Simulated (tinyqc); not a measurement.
Propagation of a band-gap error through k.p and effective-mass formulas: one step. A scissor shift and what it does not mend. Five cases, with inputs chosen for the exercise.

Problem. A rigid shift D = Eg - Eg2 of the conduction band restores the gap but leaves the curvature, so the mass stays me(Eg2); redoing the sum 1/m = 1 + Ep (E + 2 Dso/3)/(E (E + Dso)) with E = Eg and the same Ep gives another mass. For optics, eps2 at the edge goes as |p|^2/E^2: a rigid shift keeps the dipole elements p/E, while shifting the energies under unchanged p scales eps2 by (Eg2/Eg)^2.

Give: shift D; mass under a rigid shift; mass from the sum with the corrected gap; factor on eps2 if p is left unscaled.

Case 1.

Values chosen (reference values near those of CdTe, gap at low temperature; not measured data): Eg = 1.593 eV (gap at Gamma to the s-like level); Eg2 = 3.313 eV (a wrong gap, of the size a hybrid with far too much exact exchange can give); Dso = 0.928 eV (spin-orbit splitting); Ep = 18.7 eV (Kane energy).

Solution.

shift D = -1.720 eV
mass under a rigid shift = 0.1604 m0
mass from the sum with the corrected gap = 0.0885 m0
factor on eps2 if p is left unscaled = 4.325

The rigid shift leaves the mass off by a factor of 1.81. The mass from the corrected gap is the reference me(Eg) here, because the exercise keeps Ep fixed; a real correction of the gap depends on k and changes Ep as well.

Case 2.

Values chosen (reference values near those of GaAs, gap at low temperature; not measured data): Eg = 1.535 eV (gap at Gamma to the s-like level); Eg2 = 0.553 eV (a wrong gap, of the size a semi-local functional can give); Dso = 0.338 eV (spin-orbit splitting); Ep = 25.3 eV (Kane energy).

Solution.

shift D = 0.982 eV
mass under a rigid shift = 0.0244 m0
mass from the sum with the corrected gap = 0.0606 m0
factor on eps2 if p is left unscaled = 0.130

The rigid shift leaves the mass off by a factor of 0.40. The mass from the corrected gap is the reference me(Eg) here, because the exercise keeps Ep fixed; a real correction of the gap depends on k and changes Ep as well.

Case 3.

Values chosen (reference values near those of GaAs, gap at low temperature; not measured data): Eg = 1.515 eV (gap at Gamma to the s-like level); Eg2 = 1.409 eV (a wrong gap, of the size a hybrid functional can give); Dso = 0.339 eV (spin-orbit splitting); Ep = 25.4 eV (Kane energy).

Solution.

shift D = 0.106 eV
mass under a rigid shift = 0.0560 m0
mass from the sum with the corrected gap = 0.0597 m0
factor on eps2 if p is left unscaled = 0.865

The rigid shift leaves the mass off by a factor of 0.94. The mass from the corrected gap is the reference me(Eg) here, because the exercise keeps Ep fixed; a real correction of the gap depends on k and changes Ep as well.

Case 4.

Values chosen (reference values near those of GaSb, gap at low temperature; not measured data): Eg = 0.826 eV (gap at Gamma to the s-like level); Eg2 = 0.958 eV (a wrong gap, of the size a hybrid functional can give); Dso = 0.764 eV (spin-orbit splitting); Ep = 27 eV (Kane energy).

Solution.

shift D = -0.132 eV
mass under a rigid shift = 0.0400 m0
mass from the sum with the corrected gap = 0.0351 m0
factor on eps2 if p is left unscaled = 1.345

The rigid shift leaves the mass off by a factor of 1.14. The mass from the corrected gap is the reference me(Eg) here, because the exercise keeps Ep fixed; a real correction of the gap depends on k and changes Ep as well.

Case 5.

Values chosen (reference values near those of InP, gap at low temperature; not measured data): Eg = 1.411 eV (gap at Gamma to the s-like level); Eg2 = 2.836 eV (a wrong gap, of the size a hybrid with far too much exact exchange can give); Dso = 0.108 eV (spin-orbit splitting); Ep = 21 eV (Kane energy).

Solution.

shift D = -1.425 eV
mass under a rigid shift = 0.1203 m0
mass from the sum with the corrected gap = 0.0644 m0
factor on eps2 if p is left unscaled = 4.040

The rigid shift leaves the mass off by a factor of 1.87. The mass from the corrected gap is the reference me(Eg) here, because the exercise keeps Ep fixed; a real correction of the gap depends on k and changes Ep as well.

Computed by tinyqc, one run a case: `OMP_NUM_THREADS=1 python tinyqc.py N N+1 out.jsonl` with N = 1850216, 1850287, 1850339, 1850355, 1850480; one thread of a shared Intel(R) Xeon(R) Processor @ 2.30GHz, about 0.01 s a run at most.
